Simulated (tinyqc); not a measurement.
Inside a calculation. Method: plane-wave Kohn-Sham cycle with exchange-only LDA in a layered model solid. Computed by tinyqc, a small Python program that keeps every step. Settings: points = 16, plane-wave index or count = 2, electrons = 2, k points = 3, area = 32.0, mixing = 1.0, iteration cap = 71, Pulay depth = 3. Command: `OMP_NUM_THREADS=1 python tinyqc.py 30092 30093 out.jsonl` (the two numbers bound the seeds that draw the settings). One thread of a shared host (Intel(R) Xeon(R) Processor @ 2.60GHz), about 0.01 s of CPU time with the checks. Later iterations appear only in the table of the cycle.

## Iteration 1: potential

A solid whose potential varies along x alone (atomic units):
```
parameter                      value
period a                    5.200000
cross-section of the cell  32.000000
electrons per cell                 2
grid points                       16
plane waves -n..n, n               2
k points                           3
V1 in V1 cos(2 pi x/a)     -0.540000
```

density at the start, on the grid x_j = j a/N (e/bohr^3): [0.0120192, 0.0120192, 0.0120192, 0.0120192, 0.0120192, 0.0120192, 0.0120192, 0.0120192, 0.0120192, 0.0120192, 0.0120192, 0.0120192, 0.0120192, 0.0120192, 0.0120192, 0.0120192]

V_H(G) = 4 pi rho(G)/G^2 for G != 0 (uniform background); v_x = -(3 rho/pi)^(1/3); V = V_ext + V_H + v_x; Fourier components f(G_m) = (1/N) sum_j f(x_j) exp(-i G_m x_j).

Potentials on the grid (hartree):
```
x           V_ext      V_H       v_x         V
0.00000  -0.54000  0.00000  -0.22557  -0.76557
0.32500  -0.49889  0.00000  -0.22557  -0.72447
0.65000  -0.38184  0.00000  -0.22557  -0.60741
0.97500  -0.20665  0.00000  -0.22557  -0.43222
1.30000         0  0.00000  -0.22557  -0.22557
1.62500   0.20665  0.00000  -0.22557  -0.01892
1.95000   0.38184  0.00000  -0.22557   0.15627
2.27500   0.49889  0.00000  -0.22557   0.27332
2.60000   0.54000  0.00000  -0.22557   0.31443
2.92500   0.49889  0.00000  -0.22557   0.27332
3.25000   0.38184  0.00000  -0.22557   0.15627
3.57500   0.20665  0.00000  -0.22557  -0.01892
3.90000         0  0.00000  -0.22557  -0.22557
4.22500  -0.20665  0.00000  -0.22557  -0.43222
4.55000  -0.38184  0.00000  -0.22557  -0.60741
4.87500  -0.49889  0.00000  -0.22557  -0.72447
```

V(G_m), m = 0, 1, 2, ... (hartree): [-0.22557, -0.27000, 0.00000, 0.00000, 0.00000]

## Iteration 1: Hamiltonian at one k

k = 0.00000 2 pi / a

H(m,m') = (k + G_m)^2/2 delta + V(G_m - G_m'), with V(-G) = V(G).

H (hartree), order -2, -1, +0, +1, +2:
$$\begin{pmatrix}
2.69443 & -0.27000 & 0.00000 & 0.00000 & 0.00000 \\
-0.27000 & 0.50443 & -0.27000 & 0.00000 & 0.00000 \\
0.00000 & -0.27000 & -0.22557 & -0.27000 & 0.00000 \\
0.00000 & 0.00000 & -0.27000 & 0.50443 & -0.27000 \\
0.00000 & 0.00000 & 0.00000 & -0.27000 & 2.69443
\end{pmatrix}$$

## Iteration 1: levels at that k

Diagonalise the Hermitian matrix.

eigenvalues (hartree): [-0.39252, 0.47163, 0.63785, 2.72723, 2.72796]

## Iteration 1: new density

Motion across x is left out: the lowest 1 band(s) hold two electrons at each of the k points (j + 1/2)/nk - 1/2. Residual R = rho(out) - rho(in); rho(new) = rho(in) + 1 R. rho(out) = 2/(a A nk) sum |psi|^2 with psi = sum c exp(i G x). Harris energy E = band energy - dV sum rho (V_H/2 + v_x) + (3/4) dV sum rho v_x with rho(in), dV = a A/N, band energy = (2/nk) sum of the filled levels.

rho(out) (e/bohr^3): [0.0297127, 0.0274276, 0.0216187, 0.0146574, 0.0086866, 0.0046456, 0.0023881, 0.0013463, 0.0010542, 0.0013463, 0.0023881, 0.0046456, 0.0086866, 0.0146574, 0.0216187, 0.0274276]

density after iteration 1 (e/bohr^3): [0.0297127, 0.0274276, 0.0216187, 0.0146574, 0.0086866, 0.0046456, 0.0023881, 0.0013463, 0.0010542, 0.0013463, 0.0023881, 0.0046456, 0.0086866, 0.0146574, 0.0216187, 0.0274276]

energy per cell = -0.6357992 hartree

## Iteration 2: potential

As before.

Potentials on the grid (hartree):
```
x           V_ext       V_H       v_x         V
0.00000  -0.54000   0.12775  -0.30500  -0.71725
0.32500  -0.49889   0.11627  -0.29697  -0.67960
0.65000  -0.38184   0.08473  -0.27433  -0.57143
0.97500  -0.20665   0.04058  -0.24100  -0.40707
1.30000         0  -0.00720  -0.20243  -0.20963
1.62500   0.20665  -0.05077  -0.16431  -0.00843
1.95000   0.38184  -0.08475  -0.13163   0.16546
2.27500   0.49889  -0.10608  -0.10874   0.28408
2.60000   0.54000  -0.11332  -0.10022   0.32645
2.92500   0.49889  -0.10608  -0.10874   0.28408
3.25000   0.38184  -0.08475  -0.13163   0.16546
3.57500   0.20665  -0.05077  -0.16431  -0.00843
3.90000         0  -0.00720  -0.20243  -0.20963
4.22500  -0.20665   0.04058  -0.24100  -0.40707
4.55000  -0.38184   0.08473  -0.27433  -0.57143
4.87500  -0.49889   0.11627  -0.29697  -0.67960
```

V(G_m), m = 0, 1, 2, ... (hartree): [-0.20275, -0.26073, 0.00354, -0.00016, 0.00012]

## Iteration 2: Hamiltonian at one k

k = 0.00000 2 pi / a

As before.

H (hartree), order -2, -1, +0, +1, +2:
$$\begin{pmatrix}
2.71725 & -0.26073 & 0.00354 & -0.00016 & 0.00012 \\
-0.26073 & 0.52725 & -0.26073 & 0.00354 & -0.00016 \\
0.00354 & -0.26073 & -0.20275 & -0.26073 & 0.00354 \\
-0.00016 & 0.00354 & -0.26073 & 0.52725 & -0.26073 \\
0.00012 & -0.00016 & 0.00354 & -0.26073 & 2.71725
\end{pmatrix}$$

## Iteration 2: levels at that k

As before.

eigenvalues (hartree): [-0.35908, 0.49318, 0.65562, 2.74766, 2.74886]

## Iteration 2: new density

B (overlaps of the stored error matrices):
$$\begin{pmatrix}
1.6506352e-03 & -3.0171093e-05 \\
-3.0171093e-05 & 6.8743016e-07
\end{pmatrix}$$

Motion across x is left out: the lowest 1 band(s) hold two electrons at each of the k points (j + 1/2)/nk - 1/2. Residual R = rho(out) - rho(in); rho(new) = rho(in) + 1 R; Pulay mixing then takes sum c_i of the stored mixed densities, with c from B_ij = sum R_i R_j as in DIIS. rho(out) = 2/(a A nk) sum |psi|^2 with psi = sum c exp(i G x). Harris energy E = band energy - dV sum rho (V_H/2 + v_x) + (3/4) dV sum rho v_x with rho(in), dV = a A/N, band energy = (2/nk) sum of the filled levels.

rho(out) (e/bohr^3): [0.0292612, 0.0270746, 0.0214908, 0.0147381, 0.0088672, 0.0048245, 0.0025218, 0.0014398, 0.0011330, 0.0014398, 0.0025218, 0.0048245, 0.0088672, 0.0147381, 0.0214908, 0.0270746]

DIIS coefficients: [0.01803, 0.98197]

density after iteration 2 (e/bohr^3): [0.0292693, 0.0270809, 0.0214931, 0.0147367, 0.0088640, 0.0048212, 0.0025194, 0.0014381, 0.0011315, 0.0014381, 0.0025194, 0.0048212, 0.0088640, 0.0147367, 0.0214931, 0.0270809]

energy per cell = -0.6195721 hartree

## Convergence

Stop when sqrt(dV sum R^2) is below 1e-8, dV = a A/N.

Course of the cycle:
```
iteration  E (hartree)  norm of the residual
1           -0.6357992              1.31e-01
2           -0.6195721              2.67e-03
3           -0.6195737              6.54e-05
4           -0.6195737              4.47e-08
5           -0.6195737              1.77e-09
```

Converged in 5 iterations. Before convergence this energy mixes input and output and is not variational, so it may rise towards its limit.
